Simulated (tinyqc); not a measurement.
Scattering rates of a carrier in a spherical band by Fermi's golden rule: one step, computed by the program tinyqc.

All processes here are isotropic or elastic, and the rate listed is the momentum relaxation rate.

Question. Phonon occupation and screening length. Phonon occupation N_q = 1/(exp(hbar w/(k_B T)) - 1). Debye screening by free carriers of density N_I: L_s = sqrt(eps_s eps_0 k_B T/(e^2 N_I)).

Inputs (values chosen for the exercise, modelled on electrons in diamond): static permittivity eps_s = 5.7; phonon energy hbar w = 142 meV; ionised impurity density N_I = 2.1e+17 1/cm^3; temperature T = 200 K.

Crystal: non-polar. Band: Kane. Impurity formula: Brooks-Herring. Further scattering: neutral impurities.

Constants: k_B = 8.617333262e-05 eV/K; eps_0 = 8.8541878128e-12 F/m; k_B = 1.380649e-23 J/K; e = 1.602176634e-19 C.

Give: N_q; screening length L_s.

Answer.

N_q = 2.6416e-04

screening length L_s = 5.0845 nm

Above the threshold emission is favoured over absorption by (N_q + 1)/N_q = exp(hbar w/k_B T) = 3790, apart from the density of final states.
